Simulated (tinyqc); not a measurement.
Worked calculation: Pariser-Parr-Pople SCF with singles CI, for the molecule O=c1cccccc1 (SMILES; centres numbered as the heavy atoms are written). One step of it, computed by the program tinyqc.

Task: Iteration 1: orbitals and new P. Diagonalise F (the basis is taken as orthonormal) and form P = 2 sum c c over the lowest orbitals; 0.5 of the old P is kept.

F (eV):
```
           1O         2C         3C         4C         5C         6C         7C         8C
1O  -9.199807  -5.621387   0.454821   0.564584  -0.319865  -0.319865   0.564584   0.454821
2C  -5.621387  -4.916466  -4.057217  -0.100854   0.196545   0.196545  -0.100854  -4.057217
3C   0.454821  -4.057217  -5.568421  -5.296372  -0.149224   0.696366   0.214968  -0.625973
4C   0.564584  -0.100854  -5.296372  -6.182165  -4.405241  -0.127121   0.258680   0.214968
5C  -0.319865   0.196545  -0.149224  -4.405241  -6.332090  -5.185711  -0.127121   0.696366
6C  -0.319865   0.196545   0.696366  -0.127121  -5.185711  -6.332090  -4.405241  -0.149224
7C   0.564584  -0.100854   0.214968   0.258680  -0.127121  -4.405241  -6.182165  -5.296372
8C   0.454821  -4.057217  -0.625973   0.214968   0.696366  -0.149224  -5.296372  -5.568421
```

pi electrons, sum of z_r less the charge = 8

P at the start:
```
           1O         2C         3C         4C         5C         6C         7C         8C
1O   1.292639   0.767760  -0.164955  -0.304189   0.206670   0.206670  -0.304189  -0.164955
2C   0.767760   0.978502   0.441408   0.039721  -0.092857  -0.092857   0.039721   0.441408
3C  -0.164955   0.441408   0.945022   0.769566   0.058751  -0.328933  -0.101553   0.246439
4C  -0.304189   0.039721   0.769566   0.964052   0.533490   0.050055  -0.122216  -0.101553
5C   0.206670  -0.092857   0.058751   0.533490   0.955356   0.740207   0.050055  -0.328933
6C   0.206670  -0.092857  -0.328933   0.050055   0.740207   0.955356   0.533490   0.058751
7C  -0.304189   0.039721  -0.101553  -0.122216   0.050055   0.533490   0.964052   0.769566
8C  -0.164955   0.441408   0.246439  -0.101553  -0.328933   0.058751   0.769566   0.945022
```

Give: orbital energies; P after iteration 1.

Result:

orbital energies (eV): -15.3632  -13.7078  -12.5492  -10.1751  -2.0554  -1.6425  2.0748  3.1367

P after iteration 1:
```
         1O       2C       3C       4C       5C       6C       7C       8C
1O   1.3919   0.7516  -0.1551  -0.2767   0.1835   0.1835  -0.2767  -0.1551
2C   0.7516   0.8926   0.4347   0.0751  -0.1084  -0.1084   0.0751   0.4347
3C  -0.1551   0.4347   0.9360   0.7753   0.0555  -0.3256  -0.0934   0.2521
4C  -0.2767   0.0751   0.7753   0.9615   0.5306   0.0465  -0.1422  -0.0934
5C   0.1835  -0.1084   0.0555   0.5306   0.9602   0.7478   0.0465  -0.3256
6C   0.1835  -0.1084  -0.3256   0.0465   0.7478   0.9602   0.5306   0.0555
7C  -0.2767   0.0751  -0.0934  -0.1422   0.0465   0.5306   0.9615   0.7753
8C  -0.1551   0.4347   0.2521  -0.0934  -0.3256   0.0555   0.7753   0.9360
```
